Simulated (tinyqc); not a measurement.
Brillouin zone and empty-lattice bands of the fcc structure: one step. Empty-lattice levels at Gamma, U and W.

Primitive vectors a (0,1/2,1/2), a (1/2,0,1/2), a (1/2,1/2,0); one atom. Reciprocal vectors obey a_i.b_j = 2 pi delta_ij; k is given in units of 2 pi/a. Empty-lattice levels are c0 (2 pi/a)^2 |k + G|^2, c0 = hbar^2/2m0. Points: X = (1, 0, 0), L = (0.5, 0.5, 0.5), K = (0.75, 0.75, 0), W = (1, 0.5, 0), U = (1, 0.25, 0.25).

Constants: hbar^2/2m0 = 3.80998211 eV angstrom^2.

Inputs chosen for the exercise (out of a larger set: lattice near that of Ag; not measured data): a = 4.063 angstrom (lattice constant).

Question. Give the five lowest values of |k + G|^2 with their degeneracy (spin not counted).

Give: a table of point, |k + G|^2, degeneracy, E (eV).

Answer.

Levels:

| point | \|k + G\|^2 | degeneracy | E (eV) |
|---|---|---|---|
| Gamma | 0.0000 | 1 | 0.000 |
| Gamma | 3.0000 | 8 | 27.334 |
| Gamma | 4.0000 | 6 | 36.446 |
| Gamma | 8.0000 | 12 | 72.892 |
| Gamma | 11.0000 | 24 | 100.226 |
| U | 1.1250 | 3 | 10.250 |
| U | 2.1250 | 2 | 19.362 |
| U | 3.1250 | 1 | 28.473 |
| U | 4.1250 | 4 | 37.585 |
| U | 5.1250 | 2 | 46.696 |
| W | 1.2500 | 4 | 11.389 |
| W | 3.2500 | 4 | 29.612 |
| W | 5.2500 | 8 | 47.835 |
| W | 7.2500 | 12 | 66.058 |
| W | 9.2500 | 4 | 84.281 |

The lowest level is 3-fold at U and 4-fold at W: as many zones meet there, and these are the lowest sets at these points on which a weak potential acts.

tinyqc: `OMP_NUM_THREADS=1 python tinyqc.py 1850810 1850811 out.jsonl`; about 0.01 s, one thread, shared Intel(R) Xeon(R) Processor @ 2.30GHz.
